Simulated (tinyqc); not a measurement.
What moves the results: quantum-confined Stark effect in a modulator well. A value that a table varies takes the place of the one given here.

Envelopes on cells of 0.5 angstrom over the well |z| < L/2 and 45 angstrom of barrier on each side, psi = 0 beyond, psi'/m continuous (mean mass between points), c = hbar^2/2m0. The electron sees + e F z and the hole - e F z, each with its offset in the barriers; 1 kV/cm = 1e-5 eV/angstrom. Light holes, band mixing and escape by tunnelling are left out.

Exciton: in-plane function exp(-rho/lam), 1/mu = 1/me + 1/mp, E(lam) = c/(mu lam^2) - (q/eps) times the integral over k of Fm(k)(1 + (k lam/2)^2)^(-3/2), Fm(k) the double integral of psi_e^2 psi_h^2 exp(-k |z - z'|), q = e^2/(4 pi eps0); binding Eb = -E at the minimum. Line at Eg + E_e + E_h - Eb, strength proportional to overlap^2/lam^2.

Constants: hbar^2/2m0 = 3.80998211 eV angstrom^2; e^2/(4 pi eps0) = 14.39964547 eV angstrom; hc = 1239.841984 eV nm.

Parameters, chosen for this exercise (near those of an InGaAsP well in InP; not measured data):
- L = 62 angstrom (well width)
- Vc = 0.184 eV (conduction offset)
- Vv = 0.311 eV (heavy-hole offset)
- me = 0.0485 m0 (electron, well)
- meb = 0.0769 m0 (electron, barrier)
- mh = 0.343 m0 (heavy hole along z, well)
- mhb = 0.479 m0 (heavy hole, barrier)
- Eg = 0.877 eV (gap of the well)
- mp = 0.111 m0 (heavy hole in the plane)
- eps = 13.2 (dielectric constant)
- Fs = (0, 22, 44, 66, 91, 118, 147) kV/cm (fields)
- Ls = (50, 66, 84, 104, 126, 150, 170) angstrom (widths)
- F_L = 77 kV/cm (field for this table)
- F = 77 kV/cm (field)

## Raising the field

All quantities anew; shifts from zero field.

Results:

| F (kV/cm) | dE_e (meV) | dE_h (meV) | Eb (meV) | line shift (meV) | overlap^2 | relative strength |
|---|---|---|---|---|---|---|
| 0 | 0.00 | 0.00 | 6.93 | 0.00 | 0.891 | 1.000 |
| 22 | -0.13 | -0.16 | 6.92 | -0.28 | 0.885 | 0.992 |
| 44 | -0.52 | -0.65 | 6.89 | -1.13 | 0.870 | 0.968 |
| 66 | -1.16 | -1.45 | 6.85 | -2.53 | 0.845 | 0.931 |
| 91 | -2.21 | -2.72 | 6.78 | -4.79 | 0.808 | 0.875 |
| 118 | -3.72 | -4.51 | 6.69 | -7.99 | 0.759 | 0.804 |
| 147 | -5.77 | -6.86 | 6.58 | -12.28 | 0.699 | 0.721 |

How do the results move?

The line shift grows with exponent 2.00 in F at low field and 1.96 at the end, still close to the quadratic law. The hole gives 56 % of the level shift in the second row and 54 % in the last. The largest shift is 1.8 times the zero-field binding, yet 95 % of the binding survives, since the walls stop the field from pulling the pair apart. The strength keeps 72 %.

## Width of the well

Zero-field line, its shift at F_L and the relative strength.

Results:

| L (angstrom) | line at F = 0 (nm) | Eb (meV) | shift (meV) | relative strength | shift x strength (meV) |
|---|---|---|---|---|---|
| 50 | 1275.6 | 7.15 | -2.11 | 0.956 | 2.02 |
| 66 | 1314.0 | 6.86 | -4.02 | 0.884 | 3.56 |
| 84 | 1341.6 | 6.56 | -7.64 | 0.721 | 5.50 |
| 104 | 1361.4 | 6.26 | -13.64 | 0.473 | 6.45 |
| 126 | 1375.7 | 5.96 | -22.44 | 0.237 | 5.31 |
| 150 | 1386.1 | 5.68 | -34.21 | 0.089 | 3.04 |
| 170 | 1392.2 | 5.48 | -45.39 | 0.034 | 1.54 |

What does this show?

The shift grows with exponent 2.33 in L over the first two rows and 2.26 over the last two, against 4 for hard walls at second order; leakage lowers it in narrow wells and saturation in wide ones. The strength falls from 0.96 to 0.03, and the product of the two is largest at 104 angstrom.

## What each parameter does

Zero-field line, shift at F, overlap^2 and Eb at F. Each row changes one parameter from the base and keeps the others.

Results:

| case | line (nm) | shift (meV) | overlap^2 | Eb (meV) |
|---|---|---|---|---|
| base | 1306.0 | -3.44 | 0.830 | 6.82 |
| L = 52 angstrom | 1281.4 | -2.29 | 0.836 | 7.05 |
| F = 62 kV/cm | 1306.0 | -2.24 | 0.850 | 6.86 |
| Vc = 0.147 eV | 1313.5 | -3.75 | 0.804 | 6.74 |
| Vv = 0.389 eV | 1304.9 | -3.29 | 0.824 | 6.84 |
| me = 0.0558 m0 | 1309.5 | -3.45 | 0.839 | 7.34 |
| mh = 0.292 m0 | 1303.2 | -3.35 | 0.844 | 6.81 |
| eps = 11.9 | 1307.8 | -3.41 | 0.830 | 8.15 |

How do the results move?

The largest shifts from the base row, up to three for each result and ties (the steps differ in size, so this ranks the rows, not the parameters). line (nm): L -24.5, Vc +7.5, me +3.6; unchanged at the printed digits by F. shift (meV): F +1.20, L +1.15, Vc -0.31. overlap^2: Vc -0.026, F +0.020, mh +0.014; unchanged at the printed digits by eps. Eb (meV): eps +1.32, me +0.52, L +0.23.

tinyqc: `OMP_NUM_THREADS=1 python tinyqc.py 1282134 1282135 out.jsonl`; about 0.2 s, one thread, shared Intel(R) Xeon(R) Processor @ 2.30GHz.
